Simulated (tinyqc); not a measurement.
# Worked calculation: MOS inversion layer, Poisson-Schroedinger loop

Computed by the program tinyqc: `OMP_NUM_THREADS=1 python tinyqc.py 2160030 2160031 out.jsonl`, one thread of a shared Intel Xeon 2.30GHz, about 0.6 s for the whole run. Printed values are rounded.

Electrons confined at an insulator interface at z = 0, treated as a hard wall; parabolic valleys, Hartree approximation, no image or exchange terms. The depletion charge lies far deeper than the electrons and gives a uniform field q Nd/(eps0 eps_r); the gate balances all charge. Energies are counted from the band edge at the interface.

Parameters, values chosen for the exercise; masses and permittivity close to those of In0.53Ga0.47As:
```
symbol   value   unit                                     meaning
T          400      K                                 temperature
eps_r       14                              relative permittivity
mz1     0.0415     m0  mass along z of valley set A (1 valley(s))
md1     0.0414     m0    in-plane density-of-states mass of set A
Ns      9.9e11  cm^-2                  sheet density of electrons
Nd      2.6e11  cm^-2           sheet density of depletion charge
hz         2.7     nm                                   mesh step
a          0.5                                      mixing factor
```

Constants: q = 1.602176634e-19 C, kB = 1.380649e-23 J/K, hbar = 1.054571817e-34 J s, m0 = 9.1093837015e-31 kg, Vt = kB T/q, eps0 = 8.8541878128e-14 F/cm where lengths are in cm, hbar^2/(2 m0) = 0.0380998212 eV nm^2. Results are converted to the units shown.

## Fixed part of the potential

```
node,z (nm)
1,2.7
2,5.4
3,8.1
4,10.8
5,13.5
6,16.2
7,18.9
8,21.6
9,24.3
10,27
11,29.7
12,32.4
13,35.1
14,37.8
15,40.5
```

V0 = q Nd z/(eps0 eps_r) in eV.

```
node,fixed potential V0 (eV)
1,0.0090734
2,0.0181468
3,0.0272202
4,0.0362937
5,0.0453671
6,0.0544405
7,0.0635139
8,0.0725873
9,0.0816607
10,0.0907341
11,0.0998076
12,0.1088810
13,0.1179544
14,0.1270278
15,0.1361012
```

## Round 1: levels and probability densities

```
node,self-consistent potential U at the start (eV)
1,0
2,0
3,0
4,0
5,0
6,0
7,0
8,0
9,0
10,0
11,0
12,0
13,0
14,0
15,0
```

Tridiagonal Hamiltonian with psi = 0 one step beyond both ends: H_ii = C (1/m_(i-1/2) + 1/m_(i+1/2))/hz^2 + V0_i + U_i, H_(i,i+1) = -C/(m_(i+1/2) hz^2), C = hbar^2/(2 m0). The lowest 2 level(s) are kept, normalised to hz sum |psi|^2 = 1. The mass is the same on all intervals.

levels (eV): A1 0.05063845, A2 0.08807813

```
node,|psi|^2 of A1 (1/nm),|psi|^2 of A2 (1/nm)
1,0.02487208,0.02355888
2,0.06936153,0.04438929
3,0.09064533,0.02276850
4,0.07997331,0.00033047
5,0.05396575,0.01488644
6,0.02961540,0.04876099
7,0.01370602,0.06793660
8,0.00547948,0.06231705
9,0.00192508,0.04322851
10,0.00060201,0.02421155
11,0.00016921,0.01135679
12,0.00004302,0.00455105
13,0.00000988,0.00156013
14,0.00000198,0.00043705
15,0.00000028,0.00007707
```

## Round 1: Fermi level and occupations

Level k holds N_k = D_k Vt ln(1 + exp((EF - E_k)/Vt)) with D = md1 m0 q/(pi hbar^2) per eV (spin included); EF is fixed by sum N_k = Ns.

EF = 0.07600970 eV
N_k (cm^-2): A1 6.720723e11, A2 3.179277e11

## Round 1: density, output potential and mixing

n_i = sum_k N_k |psi_k|^2 (converted to cm^-3). Hartree part by Gauss: on the interval before node i the electrons still beyond are S_i = Ns - hz sum_(j<i) n_j, and U_i = U_(i-1) + q S_i hz/(eps0 eps_r) in eV, U_0 = 0 at the interface. Mixing: U(new) = U + a (U(out) - U).

```
node,n (1e17 cm^-3),U(out) (eV),U after round 1 (eV)
1,2.420586,0.0345488,0.01727438
2,6.072855,0.0668168,0.03340838
3,6.815895,0.0933627,0.04668134
4,5.385292,0.1134864,0.05674320
5,4.100170,0.1285359,0.06426794
6,3.540616,0.1397220,0.06986101
7,3.081036,0.1475721,0.07378603
8,2.349492,0.1525190,0.07625951
9,1.503733,0.1552522,0.07762609
10,0.810212,0.1565685,0.07828424
11,0.372436,0.1571214,0.07856069
12,0.147582,0.1573233,0.07866167
13,0.050265,0.1573862,0.07869312
14,0.014028,0.1574018,0.07870089
15,0.002469,0.1574041,0.07870206
```

## Course of the self-consistent loop

Start from U = 0. Stop when the largest |U(out) - U| is below 1e-7 eV, or after 120 rounds.

Course of the iteration:
```
round,level A1 (eV),EF (eV),largest |U(out) - U| (eV)
1,0.05063845,0.07600970,0.157
2,0.09661538,0.1279554,0.0447
3,0.1136152,0.1459187,0.0181
4,0.1211482,0.1536129,8.05e-3
5,0.1246480,0.1571149,3.76e-3
6,0.1263119,0.1587617,1.79e-3
7,0.1271133,0.1595506,8.62e-4
8,0.1275021,0.1599326,4.16e-4
9,0.1276917,0.1601188,2.02e-4
...,...,...,...
12,0.1278522,0.1602766,2.38e-5
13,0.1278632,0.1602874,1.18e-5
14,0.1278686,0.1602927,5.82e-6
15,0.1278713,0.1602954,2.88e-6
16,0.1278726,0.1602967,1.42e-6
17,0.1278733,0.1602973,7.05e-7
18,0.1278736,0.1602976,3.49e-7
19,0.1278738,0.1602978,1.73e-7
20,0.1278738,0.1602979,8.59e-8
```

Converged in 20 rounds. Towards the end the residual shrinks by a factor of about 0.50 a round.

## Converged levels, occupations and centroid

```
node,converged U (eV)
1,0.0345487
2,0.0632307
3,0.0823708
4,0.0946241
5,0.1027321
6,0.1079196
7,0.1109075
8,0.1124167
9,0.1130842
10,0.1133444
11,0.1134343
12,0.1134618
13,0.1134692
14,0.1134708
15,0.1134710
```

Solve for the levels with V0 + U, find EF, n_i = sum_k N_k |psi_k|^2 (in cm^-3); share of each level N_k/Ns; centroid sum n z/sum n.

levels (eV): A1 0.1278738, A2 0.1857594
EF = 0.1602979 eV
shares (%): A1 76.48538, A2 23.51462

```
node,n (1e18 cm^-3)
1,0.622639
2,1.012682
3,0.730906
4,0.439941
5,0.309944
6,0.233447
7,0.156943
8,0.089317
9,0.043234
10,0.018075
11,0.006617
12,0.002141
13,0.000610
14,0.000147
15,0.000023
```

centroid = 8.867810 nm

An 800-node mesh to 68 nm with 8 levels a set gives A1 = 0.1305 eV, EF = 0.1585 eV and a centroid of 10.47 nm; the levels kept above hold 89.2 % of the electrons there. The coarse centroid is 15 % below the fine one.

## Closed-form estimates

Triangular well: E_k = a_k (C F^2/mz)^(1/3), a_1 = 2.338107, a_2 = 4.087949, C = hbar^2/(2 m0), F in eV/nm. Fang-Howard (all electrons in the lowest level of set A): b^3 = 6 (mz1/C) q (Nd + 11 Ns/32)/(eps0 eps_r), centroid 3/b, level C b^2/(4 mz1) + (3/b) q (Nd + 11 Ns/16)/(eps0 eps_r). Use F = q (Nd + Ns)/(eps0 eps_r), the surface field, and F = q (Nd + Ns/2)/(eps0 eps_r).

A1 with the surface field = 0.1452285 eV
A1 with Nd + Ns/2 = 0.1037711 eV
A2 with Nd + Ns/2 = 0.1814335 eV
b = 0.3701370 1/nm
Fang-Howard centroid = 8.105108 nm
Fang-Howard level = 0.1299833 eV

Against the self-consistent A1 = 0.1305 eV on a fine mesh, the surface-field estimate is 11 % above it, the half-charge one 20 % below it and Fang-Howard 0.38 % below it. A1 holds 71.1 % of the electrons, and the Fang-Howard centroid is 23 % below the full one.
